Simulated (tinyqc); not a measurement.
Shrinking the pitch: stress in a transistor channel from embedded alloy regions, liners and fins, by half-space elasticity. Computed by tinyqc, a small Python program. Command: `OMP_NUM_THREADS=1 python tinyqc.py 3022443 3022444 out.jsonl stressor walk`. One thread of a shared host (Intel(R) Xeon(R) Processor @ 2.30GHz), about 0.01 s of CPU time with the checks.

Plane strain in an isotropic half-space, the same constants everywhere; x along the channel from its centre, y downwards from the free surface; stress is positive in tension.

Inputs (values chosen for the exercise, modelled on silicon):

| quantity | value | unit |
|---|---|---|
| alloy fraction x | 0.25 | - |
| lattice change per unit x, beta | 0.0416 | - |
| Young's modulus E | 159 | GPa |
| Poisson ratio nu | 0.26 | - |
| channel length L | 34 | nm |
| length of each stressor S | 140 | nm |
| recess depth d | 55 | nm |
| depth of the field point y | 2 | nm |

Stressor: Si(1-x)Ge(x) source and drain.

Method:
- Misfit e = beta x. A fully constrained inclusion holds the stress -p with p = E e/(1 - 2 nu); a blanket film would hold -E e/(1 - nu) in the plane.
- A line element dA of misfit at (a, c) in the half-space gives, with C = E e/(2 pi (1 - nu)), X = x - a, r1^2 = X^2 + (y - c)^2, r2^2 = X^2 + Y^2, Y = y + c: s_xx = -C dA {[X^2 - (y - c)^2]/r1^4 + 3 [X^2 - Y^2]/r2^4 + 4 y Y (Y^2 - 3 X^2)/r2^6}, s_yy = C dA {[X^2 - (y - c)^2]/r1^4 - [X^2 - Y^2]/r2^4 + 4 y Y (Y^2 - 3 X^2)/r2^6}. These are integrated over two rectangles, L/2 < |a| < L/2 + S, 0 < c < d (closed form in a, 200 Gauss-Legendre points in c).
- L and S are scaled together at fixed d, then S alone, then L alone.

misfit e = 0.0104

S_xx at the centre (MPa):

| scale | L and S scaled | S alone | L alone |
|---|---|---|---|
| 0.35 | -1099.6 | -1372.0 | -2261.7 |
| 0.50 | -1687.7 | -1727.6 | -2397.3 |
| 0.70 | -2104.3 | -2052.4 | -2429.7 |
| 1.00 | -2357.4 | -2357.4 | -2357.4 |
| 1.40 | -2408.7 | -2594.7 | -2186.8 |
| 2.00 | -2278.0 | -2791.6 | -1902.9 |
| 3.00 | -1949.5 | -2955.9 | -1484.8 |

What follows from these numbers?

Halving S alone keeps 0.73 of the stress, halving L alone gives 1.02, and halving both 0.72: a shorter channel brings the walls closer, a shorter stressor brings its far wall, which pulls the other way, closer too. Neighbouring devices are left out.
